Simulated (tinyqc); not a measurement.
Permittivity and interlayer from two capacitances.

Inverse problem. A two-layer stack has Cox = eps0/(t1/e1 + t2/e2) and EOT = 3.9 eps0/Cox. Find e2, the EOT of layer 1 and, with e1 given, t1.

Parameters, values chosen for the exercise:
- e1 = 3.81 (relative permittivity of layer 1)

Constants: eps0 = 8.8541878128e-14 F/cm where lengths are in cm. Results are converted to the units shown.

Cox at t2 = 1.6 and 8.3 nm (uF/cm^2): 2.9301643  0.86977524

Answer. EOT is linear in t2 with slope 3.9/e2, and its intercept is the EOT of layer 1.

e2 = 9.360
EOT of layer 1 = 0.5118 nm
t1 = 0.5000 nm

Numbers from tinyqc (`OMP_NUM_THREADS=1 python tinyqc.py 2010076 2010077 out.jsonl`; about 0.01 s on one thread of a shared Intel Xeon 2.30GHz).
